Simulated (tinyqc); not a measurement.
Inversion-layer mobility, back-scattering and ballistic limit of a field-effect transistor: one step, computed by the program tinyqc. Command: `OMP_NUM_THREADS=1 python tinyqc.py 3031139 3031140 out.jsonl mos walk`. One thread of a shared host (Intel(R) Xeon(R) Processor @ 2.30GHz), about 0.01 s of CPU time with the checks.

The charge at the top of the source barrier is fixed by the gate; series resistance and short-channel effects are left out. F_j are Fermi integrals normalised to exp(eta) in the classical limit.

Problem. Ballistic limit. F_j(eta) = (1/Gamma(j + 1)) int_0^infinity x^j/(1 + exp(x - eta)) dx, F_0 = ln(1 + exp(eta)). Integrals over x = E/(k_B T) use 160 Gauss-Legendre points in u = sqrt(x) from 0 to sqrt(max(eta, 0) + 32). Ballistic channel: N_2D = g_v m k_B T/(pi hbar^2), U = e V_D/(k_B T); eta_F solves N_inv = (N_2D/2)[F_0(eta_F) + F_0(eta_F - U)]; v_T = sqrt(2 k_B T/(pi m)); I/W = e (N_2D/2) v_T [F_1/2(eta_F) - F_1/2(eta_F - U)]; injection velocity v_T F_1/2(eta_F)/F_0(eta_F).

Inputs (values chosen for the exercise, modelled on a 4H-SiC n-channel): transport mass m = 0.3 m_0; valley degeneracy g_v = 3; drain voltage V_D = 0.7 V; temperature T = 77 K.

Statistics at the top of the barrier: Fermi-Dirac.

inversion density N_inv = 6.106616e+12 1/cm^2

Constants: m_0 = 9.1093837015e-31 kg; k_B = 1.380649e-23 J/K; hbar = 1.054571817e-34 J s; k_B = 8.617333262e-05 eV/K; e = 1.602176634e-19 C.

Give: N_2D; eta_F; thermal velocity v_T; injection velocity; ballistic current I/W.

Solution.

N_2D = 2.4946e+12 1/cm^2

eta_F = 4.8883

thermal velocity v_T = 0.49765 1e7 cm/s

injection velocity = 0.87109 1e7 cm/s

ballistic current I/W = 852.26 microampere/micrometre

Degeneracy raises the injection velocity by a factor 1.75.
